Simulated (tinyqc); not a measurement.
Classical Heisenberg spin chain: exact results, Metropolis, heat-bath and over-relaxation steps, and a Monte Carlo run: one step, computed by the program tinyqc. Command: `OMP_NUM_THREADS=1 python tinyqc.py 3130453 3130454 out.jsonl heismc walk`. One thread of a shared host (Intel(R) Xeon(R) Processor @ 2.30GHz), about 0.1 s of CPU time with the checks.

E = -J sum_i s_i . s_(i+1) for unit vectors s_i on an open chain; K = J/(k_B T).

Question. Four single-spin steps. The given spins are first normalised. Spins 2 and 3 are updated in turn, with h = K (sum of the two neighbours). Heat bath: cos(theta) = 1 + ln(1 - r1 (1 - exp(-2 |h|)))/|h| about n = h/|h|, azimuth 2 pi r2 = phi in the frame a = n x z/|n x z|, b = n x a: s = n cos(theta) + sin(theta)(a cos(phi) + b sin(phi)); r1, r2 are the first two numbers of the row.

Inputs (values chosen for the exercise, for a model chain of large moments): temperature T = 143 K.

Update: heat bath.

four neighbouring spins (rows; components x, y, z):
```
[[-0.7465, -0.4113, 0.5230],
 [-0.5413, -0.8082, -0.2319],
 [0.0713, -0.9278, 0.3663],
 [-0.4332, 0.8965, -0.0928]]
```

random numbers, one row a step:
```
[[0.9660, 0.4631, 0.9652],
 [0.5543, 0.5676, 0.7041],
 [0.0136, 0.1488, 0.7028],
 [0.7307, 0.8436, 0.9112]]
```

K = 1.298408

Give: the table «Steps» with the columns |h|, h . s before, h . s after, move, x, y, z.

Answer.

Steps:
```
spin    |h|  h . s before  h . s after       move        x        y        z
2     2.264         1.612       -0.850  heat bath   0.9019  -0.2148  -0.3747
3     1.234        -1.000        0.526  heat bath  -0.3650   0.9239   0.1148
2     1.792        -1.755        1.779  heat bath  -0.8101   0.4532   0.3719
3     2.410         2.250        1.120  heat bath   0.1251   0.5892   0.7982
```
